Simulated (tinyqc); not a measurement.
Undoped symmetric double-gate MOSFET, analytic potential model: effect of the temperature.

An undoped body of thickness ts between two equal insulators and tied gates; long channel, electrons only, n = ni exp((psi - V)/Vt) with V the quasi-Fermi potential (0 at the source, Vd at the drain), constant mobility, no quantisation. Across the body psi(x) = V - 2 Vt ln[(ts/(2 beta)) sqrt(q ni/(2 eps0 eps_r Vt)) cos(2 beta x/ts)], x from the centre. Q is the electron charge per area of the whole body.

Nc and Nv are given at 300 K and scale as (T/300 K)^1.5; Eg and mu are held fixed. ni = sqrt(Nc Nv) exp(-Eg/(2 Vt)), Eg in volts; r = eps_r tox/(eox ts); V0 = dphi + 2 Vt ln[(2/ts) sqrt(2 eps0 eps_r Vt/(q ni))]. beta (between 0 and pi/2) solves (Vg - V0 - V)/(2 Vt) = ln(beta) - ln(cos beta) + 2 r beta tan(beta). Q = 8 eps0 eps_r Vt beta tan(beta)/ts; I = mu (1/L)(4 eps0 eps_r/ts)(2 Vt)^2 [g(beta_s) - g(beta_d)] per width, g = beta tan(beta) - beta^2/2 + r beta^2 tan^2(beta), with beta_s at V = 0 and beta_d at V = Vd.  I(low) is taken at Vg = 0.43 V, Qs and I(high) at Vg = 1.18 V.

Parameters, values chosen for the exercise; material values close to those of silicon:
- Eg = 1.12 eV (band gap)
- eps_r = 11.9 (relative permittivity of the semiconductor)
- Nc = 2.83e19 cm^-3 (conduction-band density of states at the reference temperature)
- Nv = 2.66e19 cm^-3 (valence-band density of states at the reference temperature)
- eox = 3.85 (relative permittivity of the gate insulator)
- tox = 3.3 nm (insulator thickness)
- ts = 15 nm (body thickness)
- dphi = 0.22 V (gate work function less that of the intrinsic body)
- mu = 330 cm^2/(V s) (channel mobility)
- L = 1 um (gate length)
- Vd = 0.8 V (drain voltage)

Constants: q = 1.602176634e-19 C, kB = 1.380649e-23 J/K, Vt = kB T/q, eps0 = 8.8541878128e-14 F/cm where lengths are in cm. Results are converted to the units shown.

Results:
```
T (K),V0 (V),I(low) (nA/um),Qs(high) (nC/cm^2),I(high) (uA/um)
220,0.7106,2.486e-4,809.6,61.19
250,0.6998,0.003137,820.1,63.75
280,0.6888,0.02374,831.7,66.50
310,0.6776,0.1246,844.2,69.44
340,0.6664,0.4987,857.6,72.53
400,0.6435,4.479,886.3,79.20
430,0.6320,10.86,901.4,82.75
```

Estimate the missing row, T = 370 K.

Computed row:
```
T (K),V0 (V),I(low) (nA/um),Qs(high) (nC/cm^2),I(high) (uA/um)
370,0.6550,1.621,871.6,75.79
```

With this row back in the table: As T goes from 220 to 430 K, I(low) rises from 2.49e-4 to 10.9 nA/um and I(high) rises from 61.2 to 82.8 uA/um. V0 falls from 0.711 to 0.632 V. In every row the surface density at the source at the higher gate voltage passes 0.3 Nc, where Boltzmann statistics fail. In every row the mobility is held fixed, though a real one changes with T.

Computed by the program tinyqc: `OMP_NUM_THREADS=1 python tinyqc.py 2440164 2440165 out.jsonl`, one thread of a shared Intel Xeon 2.30GHz, about 0.02 s for the whole run.
